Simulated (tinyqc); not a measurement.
## Undoped symmetric double-gate MOSFET, analytic potential model: effect of the temperature

An undoped body of thickness ts between two equal insulators and tied gates; long channel, electrons only, n = ni exp((psi - V)/Vt) with V the quasi-Fermi potential (0 at the source, Vd at the drain), constant mobility, no quantisation. Across the body psi(x) = V - 2 Vt ln[(ts/(2 beta)) sqrt(q ni/(2 eps0 eps_r Vt)) cos(2 beta x/ts)], x from the centre. Q is the electron charge per area of the whole body.

Nc and Nv are given at 400 K and scale as (T/400 K)^1.5; Eg and mu are held fixed. ni = sqrt(Nc Nv) exp(-Eg/(2 Vt)), Eg in volts; r = eps_r tox/(eox ts); V0 = dphi + 2 Vt ln[(2/ts) sqrt(2 eps0 eps_r Vt/(q ni))]. beta (between 0 and pi/2) solves (Vg - V0 - V)/(2 Vt) = ln(beta) - ln(cos beta) + 2 r beta tan(beta). Q = 8 eps0 eps_r Vt beta tan(beta)/ts; I = mu (1/L)(4 eps0 eps_r/ts)(2 Vt)^2 [g(beta_s) - g(beta_d)] per width, g = beta tan(beta) - beta^2/2 + r beta^2 tan^2(beta), with beta_s at V = 0 and beta_d at V = Vd.  I(low) is taken at Vg = 0.63 V, Qs and I(high) at Vg = 1.38 V.

Values chosen for this exercise; material values close to those of gallium arsenide:
```
symbol    value        unit                                                         meaning
Eg         1.41          eV                                                        band gap
eps_r      12.9                                  relative permittivity of the semiconductor
Nc      6.88e17       cm^-3  conduction-band density of states at the reference temperature
Nv      1.39e19       cm^-3     valence-band density of states at the reference temperature
eox          21                                 relative permittivity of the gate insulator
tox           3          nm                                             insulator thickness
ts           15          nm                                                  body thickness
dphi       0.22           V              gate work function less that of the intrinsic body
mu          750  cm^2/(V s)                                                channel mobility
L             2          um                                                     gate length
Vd          0.1           V                                                   drain voltage
```

Constants: q = 1.602176634e-19 C, kB = 1.380649e-23 J/K, Vt = kB T/q, eps0 = 8.8541878128e-14 F/cm where lengths are in cm. Results are converted to the units shown.

Effect of the temperature:
```
T (K)  V0 (V)  I(low) (nA/um)  Qs(high) (nC/cm^2)  I(high) (uA/um)
220    0.9067        3.744e-4                4180            136.1
250    0.9028        0.003320                4079            132.6
280    0.8988         0.01899                3989            129.6
310    0.8946         0.07934                3910            127.0
340    0.8903          0.2623                3839            124.7
370    0.8859          0.7250                3776            122.7
400    0.8814           1.742                3721            120.9
430    0.8768           3.741                3671            119.4
```

What does the table show?

As T goes from 220 to 430 K, I(low) rises from 3.74e-4 to 3.74 nA/um and I(high) falls from 136 to 119 uA/um. V0 falls from 0.907 to 0.877 V. In every row the surface density at the source at the higher gate voltage passes 0.3 Nc, where Boltzmann statistics fail. In every row the mobility is held fixed, though a real one changes with T.

Computed by the program tinyqc: `OMP_NUM_THREADS=1 python tinyqc.py 2440122 2440123 out.jsonl`, one thread of a shared Intel Xeon 2.30GHz, about 0.03 s for the whole run.
